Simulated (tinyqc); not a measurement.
# Worked calculation: input admittance of a MOSFET at zero drain bias: distributed channel and distributed gate

Numbers from tinyqc (`OMP_NUM_THREADS=1 python tinyqc.py 2262147 2262148 out.jsonl`; about 0.01 s on one thread of a shared Intel Xeon 2.30GHz). Printed values are rounded.

Source and drain grounded, strong inversion, w = 2 pi f, Cox = eps0 eox/tox. The channel is an RC line of resistance 1/(mu Cox Vo) per square fed from both ends, so one finger has the intrinsic admittance y = i w Cox L tanh(g)/g per width, g = (1/2) sqrt(i w tau), tau = L^2/(mu Vo). The vertical resistance rv/L is in series with y, the overlaps 2 i w Cov in parallel: y_t = 1/(1/y + rv/L) + 2 i w Cov. The gate strip is a line of Rsh/L per length loaded by y_t, so a finger has Y = y_t Wf tanh(k)/k, k = (Wf/sd) sqrt(y_t Rsh/L); the device has Nf Y.

Parameters, values chosen for the exercise; values of the order met in silicon radio-frequency transistors: relative permittivity of the gate insulator (close to silicon dioxide) eox = 3.9; insulator thickness tox = 2.4 nm; channel length L = 0.58 um; finger width Wf = 5.4 um; number of fingers Nf = 32; channel mobility mu = 260 cm^2/(V s); gate overdrive Vo = 0.79 V; sheet resistance of the gate Rsh = 4.3 ohm/square; vertical resistivity of the gate stack rv = 12 ohm um^2; number of ends at which a finger is contacted sd = 1; overlap and fringe capacitance on each side Cov = 0.16 fF/um; frequency f = 26 GHz.

Constants: eps0 = 8.8541878128e-14 F/cm where lengths are in cm. Results are converted to the units shown.

## Low-frequency resistances and capacitance

Low-frequency limits, with c = Cox L and ct = c + 2 Cov: R_strip = Rsh Wf/(3 sd^2 L Nf), R_ch = (c/ct)^2 L/(12 mu Cox Vo Wf Nf), R_vert = (c/ct)^2 rv/(L Wf Nf), C = ct Wf Nf.

parts (ohm): strip 0.4170259, channel 0.8778419, vertical 0.1110517
sum = 1.405919 ohm
C = 1497.324 fF
1/(2 pi R C) = 75.60383 GHz

The channel term is the largest, 62.4 % of the sum.

## Admittance of the channel and stack per width

tau, g, c = Cox L, y and y_t as defined.

tau = 16.37780 ps
g = 0.5783083+0.5783083i
c = 8.345072 fF/um
y = 283.446+1287.510i uS/um
y_t = 315.470+1323.925i uS/um

w tau = 2.68, and Im y is 0.944 of w c.

## Input impedance of the device

k and Y as defined; Z = 1/(Nf Y) = R + 1/(i w C); Q = |Im Z|/R; signal at the point farthest from a contact |1/cosh k|.

k = 0.4256923+0.3361751i
Nf Y = 73.1916+216.5703i mS
R = 1.400536 ohm
C = 1477.117 fF
Q = 2.958952
signal at the far point = 0.9606471

R is 0.38 % below its low-frequency limit and C is 1.3 % below its own.
